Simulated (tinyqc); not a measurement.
# One-sided p+-n junction, ionisation integral and breakdown: effect of the drift doping

A p+ layer at x < 0 and an n drift layer from x = 0. Depletion approximation, built-in voltage neglected. Local ionisation coefficients alpha_n = an exp(-(bn/E)^mx), alpha_p = ap exp(-(bp/E)^mx). Electrons move towards +x, holes towards x = 0.

W = sqrt(2 eps0 eps_r V/(q N)), peak field E0 = q N W/(eps0 eps_r), falling linearly to 0 at W. G(x) = integral from 0 to x of (alpha_n - alpha_p); I_n = integral of alpha_n exp(-G) (electrons injected at x = 0), I_p = integral of alpha_p exp(G(end) - G) (holes injected at the far edge); M = 1/(1 - I). Integrals on a fine grid; BV is where I_n = 1. Specific on-resistance Ron = W/(q mu N) with constant mobility and full ionisation.

Inputs (values chosen for the exercise); material values close to those of silicon: relative permittivity eps_r = 11.7; prefactor of the electron ionisation coefficient an = 7.11e5 1/cm; field constant for electrons bn = 1.22e6 V/cm; prefactor of the hole ionisation coefficient ap = 1.69e6 1/cm; field constant for holes bp = 2.04e6 V/cm; exponent mx = 1; electron mobility of the drift layer mu = 1300 cm^2/(V s).

Constants: q = 1.602176634e-19 C, eps0 = 8.8541878128e-14 F/cm where lengths are in cm. Results are converted to the units shown.

Effect of the drift doping:

| N (cm^-3) | BV (V) | E0 at BV (kV/cm) | W at BV (um) | Ron (mohm cm^2) | BV^2/Ron (MW/cm^2) | eps0 eps_r mu E0^3/4 (MW/cm^2) |
|---|---|---|---|---|---|---|
| 1.5e13 | 6.15e3 | 169 | 728 | 2.33e4 | 1.62 | 1.62 |
| 2.9e13 | 3.64e3 | 181 | 403 | 6.67e3 | 1.98 | 1.98 |
| 5.5e13 | 2.20e3 | 193 | 227 | 1.98e3 | 2.43 | 2.43 |
| 1.1e14 | 1.28e3 | 209 | 123 | 536 | 3.07 | 3.07 |
| 2e14 | 813 | 224 | 72.5 | 174 | 3.80 | 3.80 |
| 3.9e14 | 493 | 244 | 40.4 | 49.8 | 4.88 | 4.88 |
| 7.5e14 | 305 | 266 | 22.9 | 14.7 | 6.34 | 6.34 |
| 1.4e15 | 195 | 290 | 13.4 | 4.60 | 8.25 | 8.25 |

BV falls from 6150 to 195 V while the critical field rises from 169 to 290 kV/cm. BV goes as N^(-0.80) between the first two rows and N^(-0.72) between the last two (a coefficient proportional to E^7 gives -0.75 without punch-through). Ron goes as BV^(2.47) over the table; the last two columns agree since BV = E0 W/2 and N = eps0 eps_r E0/(q W).

Computed by the program tinyqc: `OMP_NUM_THREADS=1 python tinyqc.py 2120046 2120047 out.jsonl`, one thread of a shared Intel Xeon 2.30GHz, about 0.06 s for the whole run.
